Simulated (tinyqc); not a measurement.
From T_e back to ionisation energy E_iz: global model of a low-pressure process discharge: electron temperature, density, ion flux and ion energy. Computed by tinyqc, a small Python program. Command: `OMP_NUM_THREADS=1 python tinyqc.py 3110730 3110731 out.jsonl plasma inv`. One thread of a shared host (Intel(R) Xeon(R) Processor @ 2.30GHz), about 0.02 s of CPU time with the checks.

Maxwellian electrons with temperature T_e in eV, one positive ion, no negative ions, uniform bulk density n; rate constants have the Arrhenius form.

Inputs (values chosen for the exercise, of the order of those of an inductive discharge in a simple atomic gas): ion mass M = 40 u; ionisation prefactor K0 = 6.7e-14 m^3/s; ion-neutral cross section = 1.1e-18 m^2; pressure p = 1.1 Pa; gas temperature T_g = 600 K; radius R = 18 cm; height L = 11 cm.

Constants: k_B = 1.380649e-23 J/K; e = 1.602176634e-19 C; u = 1.6605390666e-27 kg.

Method:
- n_g = p/(k_B T_g); lambda_i = 1/(n_g sigma); h_L = 0.86/sqrt(3 + L/(2 lambda_i)), h_R = 0.8/sqrt(4 + R/lambda_i); A_eff = 2 pi R^2 h_L + 2 pi R L h_R; d_eff = pi R^2 L/A_eff.
- Particle balance: K0 exp(-E_iz/T_e) n_g d_eff = u_B, u_B = sqrt(e T_e/M).
- Root found by bracketing.

Problem. A run gave the result below. Find the ionisation energy E_iz, known to lie between 15 and 29 eV.

T_e = 2.92034 eV

Solution.

Each step takes the trial c = (a f_b - b f_a)/(f_b - f_a), f being the result less the target and a, b, c the logarithms of the listed values; c replaces end b, the old b replaces a if the sign of f changed, and otherwise f_a is halved.

Scan of the range:
```
ionisation energy E_iz (eV)  T_e (eV)
15.0                          2.35044
16.7                          2.64093
18.7                          2.98622
20.9                          3.37009
23.3                          3.79326
26.0                          4.27437
29.0                          4.81467
```

False position (Illinois rule, in the logarithm of the input) inside the bracket:
```
step    end a    end b    trial  T_e (eV)
1     16.7000  18.7000  18.3007   2.91700
2     18.7000  18.3007  18.3198   2.92030
3     18.7000  18.3198  18.3202   2.92038
4     18.3198  18.3202  18.3200   2.92034
```

T_e rises at every point of a 13-point scan of the range (every second point is shown), so one value fits; it is bracketed by 16.7 and 18.7. Answer: ionisation energy E_iz = 18.32 eV.
